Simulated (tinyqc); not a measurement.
Rayleigh-quotient iteration on a symmetric matrix, step by step. One step of it, computed by the program tinyqc.

Question. Step 3. solve (A - shift) w = v; v' = w/|w| with its largest component positive (the first on a tie); lambda = v'^T A v'; the next shift is lambda.

A:
```
           1          2          3          4          5          6
1   0.153000  -0.011000  -0.252000   0.234000  -0.002000  -0.660000
2  -0.011000   0.175000  -0.516000  -0.483000  -0.023000  -0.695000
3  -0.252000  -0.516000   0.304000  -0.175000   0.248000   2.044000
4   0.234000  -0.483000  -0.175000   0.605000  -0.290000  -0.550000
5  -0.002000  -0.023000   0.248000  -0.290000   0.948000  -0.651000
6  -0.660000  -0.695000   2.044000  -0.550000  -0.651000   2.172000
```

vector after step 2: -0.133974  0.204465  0.139347  -0.567711  0.772435  -0.043310

Rayleigh quotient after step 2 = 1.234048

Give: vector after step 3; Rayleigh quotient after step 3.

Answer.

vector after step 3: -0.1317  0.2006  0.1418  -0.5626  0.7771  -0.0435

Rayleigh quotient after step 3 = 1.2341
